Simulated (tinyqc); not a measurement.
Ground states by the convex hull: cluster expansion of a binary alloy: correlations, fit, cross-validation and ground states. Computed by tinyqc, a small Python program. Command: `OMP_NUM_THREADS=1 python tinyqc.py 3023369 3023370 out.jsonl clex walk`. One thread of a shared host (Intel(R) Xeon(R) Processor @ 2.30GHz), about 0.2 s of CPU time with the checks.

s = +1 for A and -1 for B. Energy per site E = J0 + J1 P(point) + sum over clusters of m V P, with P the mean product of spins; V > 0 on a pair favours unlike neighbours. Clusters per site m: pair 1 6, pair 2 3, pair 3 12, triplet 8; the triplet is the triangle of first neighbours. Formation energies are counted from the line between pure A and pure B, which removes J0 and J1.

Inputs (values chosen for the exercise, for a model alloy):
```
quantity,value,unit
first-pair interaction V1,-20,meV
second-pair interaction V2,-3,meV
third-pair interaction V3,-2.2,meV
triplet interaction Vt,-3.7,meV
noise amplitude,1.9,meV/site
```

Lattice: fcc.

Method:
- Design matrix of formation energies: m (P - 1) for pairs and m (P(triplet) - P(point)) for the triplet; x = (1 - P(point))/2.
- Exact: X V with V = (V1, V2, V3, Vt). The data to fit add the noise amplitude times the normal numbers, standing for what the clusters leave out.
- Leave out pair 3: A = X^T X and b = X^T E (E being the data with noise) over these three columns; solve A V = b. The root-mean-square error runs over the structures between the pure ends.
- Height above the hull = E less the lowest straight line between two structures that bracket x (or the lowest structure at the same x). The three-term fit is X V with the fitted values.

correlations P, counted on periodic cells:
```
,point,pair 1,pair 2,pair 3,triplet
A,1.00000,1.00000,1.00000,1.00000,1.00000
A3B L1_2,0.50000,0.00000,1.00000,0.00000,-0.50000
A3B D0_22,0.50000,0.00000,0.66667,0.33333,-0.50000
A3B (001) layers,0.50000,0.33333,0.66667,0.00000,0.50000
A2B (001) layers,0.33333,0.11111,0.55556,-0.33333,0.33333
AB L1_0,0.00000,-0.33333,1.00000,-0.33333,0.00000
AB L1_1,0.00000,0.00000,-1.00000,0.00000,0.00000
A2B2 (001) layers,0.00000,0.33333,0.33333,-0.33333,0.00000
AB2 (001) layers,-0.33333,0.11111,0.55556,-0.33333,-0.33333
AB3 L1_2,-0.50000,0.00000,1.00000,0.00000,0.50000
AB3 D0_22,-0.50000,0.00000,0.66667,0.33333,0.50000
AB3 (001) layers,-0.50000,0.33333,0.66667,0.00000,-0.50000
B,-1.00000,1.00000,1.00000,1.00000,-1.00000
```

standard normal numbers for the noise (0 for the pure ends): A 0.000, A3B L1_2 1.195, A3B D0_22 0.768, A3B (001) layers -0.099, A2B (001) layers -0.191, AB L1_0 -1.956, AB L1_1 -0.733, A2B2 (001) layers 0.925, AB2 (001) layers -0.639, AB3 L1_2 -0.780, AB3 D0_22 -0.741, AB3 (001) layers -0.829, B 0.000

X:
```
,pair 1,pair 2,pair 3,triplet
A,0.0000,0.0000,0.0000,0.0000
A3B L1_2,-6.0000,0.0000,-12.0000,-8.0000
A3B D0_22,-6.0000,-1.0000,-8.0000,-8.0000
A3B (001) layers,-4.0000,-1.0000,-12.0000,0.0000
A2B (001) layers,-5.3333,-1.3333,-16.0000,0.0000
AB L1_0,-8.0000,0.0000,-16.0000,0.0000
AB L1_1,-6.0000,-6.0000,-12.0000,0.0000
A2B2 (001) layers,-4.0000,-2.0000,-16.0000,0.0000
AB2 (001) layers,-5.3333,-1.3333,-16.0000,0.0000
AB3 L1_2,-6.0000,0.0000,-12.0000,8.0000
AB3 D0_22,-6.0000,-1.0000,-8.0000,8.0000
AB3 (001) layers,-4.0000,-1.0000,-12.0000,0.0000
B,0.0000,0.0000,0.0000,0.0000
```

fitted V1, V2, Vt (meV): [-24.5078, -4.0388, -3.9069]

exact energies (meV/site): A 0.000, A3B L1_2 176.000, A3B D0_22 170.200, A3B (001) layers 109.400, A2B (001) layers 145.867, AB L1_0 195.200, AB L1_1 164.400, A2B2 (001) layers 121.200, AB2 (001) layers 145.867, AB3 L1_2 116.800, AB3 D0_22 111.000, AB3 (001) layers 109.400, B 0.000

Hull among these structures (meV/site):
```
structure,x,exact E,above hull,fitted E,"above hull, fit"
A,0.0000,0.00,0.00,0.00,0.00
A3B L1_2,0.2500,176.00,176.00,178.30,178.30
A3B D0_22,0.2500,170.20,170.20,182.34,182.34
A3B (001) layers,0.2500,109.40,109.40,102.07,102.07
A2B (001) layers,0.3333,145.87,145.87,136.09,136.09
AB L1_0,0.5000,195.20,195.20,196.06,196.06
AB L1_1,0.5000,164.40,164.40,171.28,171.28
A2B2 (001) layers,0.5000,121.20,121.20,106.11,106.11
AB2 (001) layers,0.6667,145.87,145.87,136.09,136.09
AB3 L1_2,0.7500,116.80,116.80,115.79,115.79
AB3 D0_22,0.7500,111.00,111.00,119.83,119.83
AB3 (001) layers,0.7500,109.40,109.40,102.07,102.07
B,1.0000,0.00,0.00,0.00,0.00
```

lowest exact formation energy = 0 meV/site

What does the comparison show, and why?

Only the pure ends are on the exact hull: at zero temperature the alloy separates. The fit finds the same set. A structure at zero height may lie on a tie line without being a vertex, and structures outside this list could lie lower.

Extremes, crossings and ranges named in words are read from the listed rows.
